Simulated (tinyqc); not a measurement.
# Small-signal admittance of a forward-biased p+-n diode: what changes with what

Holes injected into a neutral base of width wb with an ohmic contact at its end; low injection, p0 far above the equilibrium density. A small voltage v exp(i w t), w = 2 pi f, modulates the edge density by p0 v/Vt, and the small-signal density obeys Dp d2p/dx2 = (1/tau + i w) p.

Parameters, values chosen for the exercise; permittivity close to that of 4H silicon carbide:
```
symbol,value,unit,meaning
T,300,K,temperature
eps_r,9.7,,relative permittivity
Nd,3.3e15,cm^-3,donor density of the base
Dp,2.3,cm^2/s,hole diffusion coefficient
tau,2e-8,s,hole lifetime
wb,0.3,um,width of the neutral base
p0,4e13,cm^-3,excess hole density at the junction edge
Na,2e19,cm^-3,acceptor density of the p+ side
Rs,0.00043,ohm cm^2,series resistance
f,2.2e8,Hz,signal frequency
```

Constants: q = 1.602176634e-19 C, kB = 1.380649e-23 J/K, Vt = kB T/q, eps0 = 8.8541878128e-14 F/cm where lengths are in cm. Results are converted to the units shown.

Each table varies one quantity; the others keep the values above.

## Admittance against frequency

L = sqrt(Dp tau); direct current J = (q Dp p0/L) coth(wb/L); k = sqrt(1 + i w tau)/L; diffusion admittance Y = (q Dp p0/Vt) k coth(k wb) = G + i w C_diff; junction capacitance C_j = sqrt(q eps0 eps_r Nd/(2 Vr)) in the depletion approximation, with the remaining barrier Vr = Vt ln(Na/p0), a rough value under forward bias; base-width modulation is left out. Measured admittance 1/[Rs + 1/(Y + i w C_j)].

The same in every row: C_j (uF/cm^2) = 0.025870.

Admittance against frequency:
```
f (Hz)	w tau	G (S/cm^2)	C_diff (uF/cm^2)	measured G (S/cm^2)	measured C (uF/cm^2)	phase of the measured Y (degrees)
3e6	0.37699	19.129	0.0024725	18.974	0.027882	1.5867
1e7	1.2566	19.130	0.0024725	18.975	0.027882	5.2750
5e7	6.2832	19.136	0.0024723	19.013	0.027882	24.736
2e8	25.133	19.231	0.0024688	19.605	0.027870	60.761
8e8	100.53	20.697	0.0024144	28.947	0.027686	78.250
3e9	376.99	34.389	0.0019219	141.51	0.025721	73.729
1e10	1256.6	66.833	0.0010603	818.75	0.016962	52.467
6e10	7539.8	163.24	4.3294e-4	2196.8	0.0013610	13.146
2e11	25133	298.02	2.3714e-4	2312.5	1.3035e-4	4.0517
```

G starts at J/Vt = 19.1 S/cm^2 and C_diff at (J tau/(2 Vt))(1 - 2 x/sinh 2x) = 0.00247 uF/cm^2, x = wb/L = 0.140. Between the last two rows G goes as f^(0.50) and C_diff as f^(-0.50); the limits are 1/2 and -1/2, reached when the signal penetrates only sqrt(Dp/w). The measured C is 1.6 % below C_diff + C_j in the first row and 100 % below it in the last, the difference being due to Rs.

## Effect of the hole lifetime

Same model as above.

The same in every row: C_j (uF/cm^2) = 0.025870.

Result of one run:
```
tau (s)	w tau	G (S/cm^2)	C_diff (uF/cm^2)	measured G (S/cm^2)	measured C (uF/cm^2)	phase of the measured Y (degrees)
2e-8	27.646	19.252	0.0024680	19.737	0.027867	62.870
```

What becomes of these results when the hole lifetime tau is changed from 2e-8 to 9e-10 s, all else the same?

Result of the changed run:
```
tau (s)	w tau	G (S/cm^2)	C_diff (uF/cm^2)	measured G (S/cm^2)	measured C (uF/cm^2)	phase of the measured Y (degrees)
9e-10	1.2441	21.793	0.0023398	22.226	0.027681	59.849
```

The whole series:
```
tau (s)	w tau	G (S/cm^2)	C_diff (uF/cm^2)	measured G (S/cm^2)	measured C (uF/cm^2)	phase of the measured Y (degrees)
2e-10	0.27646	30.110	0.0019730	30.338	0.027129	51.027
9e-10	1.2441	21.793	0.0023398	22.226	0.027681	59.849
4e-9	5.5292	19.741	0.0024427	20.217	0.027831	62.277
2e-8	27.646	19.252	0.0024680	19.737	0.027867	62.870
9e-8	124.41	19.156	0.0024730	19.644	0.027874	62.987
4e-7	552.92	19.135	0.0024741	19.623	0.027876	63.013
2e-6	2764.6	19.130	0.0024743	19.618	0.027876	63.019
```

As tau goes from 2e-10 to 2e-6, G falls from 30.1 to 19.1 S/cm^2, C_diff rises from 0.00197 to 0.00247 uF/cm^2 and the measured C rises from 0.0271 to 0.0279 uF/cm^2. C_diff stays below C_j.

tinyqc, about 0.01 s, one thread, Intel Xeon 2.30GHz (shared host): `OMP_NUM_THREADS=1 python tinyqc.py 2890152 2890153 out.jsonl`
